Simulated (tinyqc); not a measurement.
Threshold of a short bulk MOSFET: charge sharing, barrier lowering, narrow width: effect of the gate width.

n-channel device on a p-type body, depletion approximation, full ionisation. Uniform doping N = Na. Vbi from Boltzmann statistics is rough for the degenerate source. Cox = eps0 eox/tox.

ni = sqrt(Nc Nv) exp(-Eg/(2 Vt)), Eg in volts; 2 pB = 2 Vt ln(N/ni); flat band Vfb - Vt ln(N/Na); Wd = sqrt(2 eps0 eps_r (2 pB - Vbs)/(q N)); body term q N Wd/Cox; long-channel VT0 = flat band + 2 pB + body term; Vbi = Vt ln(N Nsd/ni^2); scale length l = sqrt((eps_r/eox) tox Wd). Charge sharing (trapezoid; it ignores Vds): F = (xj/L)(sqrt(1 + 2 Wd/xj) - 1), lowering = body term times F. Barrier lowering: th = exp(-L/(2 l)) + 2 exp(-L/l), lowering = th [2 (Vbi - 2 pB) + Vds], DIBL = th. Narrow width: rise = body term times xw Wd/W. VT by each model = VT0 - lowering + rise. DIBL under 0.001 mV/V is printed as 0.

Values chosen for this exercise; band and dielectric values close to those of silicon:

| symbol | value | unit | meaning |
|---|---|---|---|
| T | 400 | K | temperature |
| Eg | 1.11 | eV | band gap |
| eps_r | 11.6 |  | relative permittivity |
| Nc | 4.3e19 | cm^-3 | conduction-band density of states at T |
| Nv | 4.11e19 | cm^-3 | valence-band density of states at T |
| eox | 3.9 |  | relative permittivity of the gate insulator (close to silicon dioxide) |
| tox | 3.1 | nm | insulator thickness |
| Na | 4.2e17 | cm^-3 | channel doping |
| Nsd | 1e20 | cm^-3 | source and drain doping |
| Vfb | -0.99 | V | flat-band voltage for the doping Na |
| xj | 84 | nm | junction depth |
| Vbs | -0.5 | V | body-source voltage |
| Vds | 1 | V | drain-source voltage |
| xw | 1.5708 |  | shape factor of the fringing depletion at the width edges |
| L | 310 | nm | channel length |

Constants: q = 1.602176634e-19 C, kB = 1.380649e-23 J/K, Vt = kB T/q, eps0 = 8.8541878128e-14 F/cm where lengths are in cm. Results are converted to the units shown.

The same in every row: N (cm^-3) = 4.200e17; VT0 (V) = 0.1819; L/l = 12.88; F = 0.1571; DIBL (mV/V) = 1.600.

Result of one run:
```
W (nm)	VT, charge sharing (V)	VT, barrier lowering (V)
470	0.2020	0.2594
```

What becomes of these results when the gate width W is changed from 470 to 250 nm, all else the same?

Result of the changed run:
```
W (nm)	VT, charge sharing (V)	VT, barrier lowering (V)
250	0.2721	0.3295
```

The whole series:
```
W (nm)	VT, charge sharing (V)	VT, barrier lowering (V)
250	0.2721	0.3295
470	0.2020	0.2594
870	0.1653	0.2227
1600	0.1457	0.2031
3000	0.1348	0.1922
```

As W goes from 250 to 3000, VT0 stays at 0.182 V, DIBL stays at 1.60 mV/V, F stays at 0.157 and VT by barrier lowering falls from 0.329 to 0.192 V. The width enters only through the rise xw Wd/W.

tinyqc, about 0.01 s, one thread, Intel Xeon 2.30GHz (shared host): `OMP_NUM_THREADS=1 python tinyqc.py 2002067 2002068 out.jsonl`
